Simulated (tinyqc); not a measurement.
# Mass from the capacitance plateau

Question. Once one two-dimensional band is degenerate, Cq = q gv md m0 q/(pi hbar^2) and 1/C_G = 1/Cox + 1/Cq (no traps). Find Cq, md and the oxide-equivalent thickness 3.9 eps0/Cq that it adds.

Parameters, values chosen for the exercise:
- gv = 1 (valley degeneracy)

Constants: q = 1.602176634e-19 C, hbar = 1.054571817e-34 J s, m0 = 9.1093837015e-31 kg, eps0 = 8.8541878128e-14 F/cm where lengths are in cm. Results are converted to the units shown.

C_G on the plateau = 1.6298518 uF/cm^2
Cox = 5.7438706 uF/cm^2

Answer. Removing Cox from the series leaves Cq, which is proportional to gv md.

Cq = 2.28 uF/cm^2
md = 0.0340 m0
added thickness = 1.52 nm

Computed by the program tinyqc: `OMP_NUM_THREADS=1 python tinyqc.py 2200105 2200106 out.jsonl`, one thread of a shared Intel Xeon 2.30GHz, about 0.01 s for the whole run.
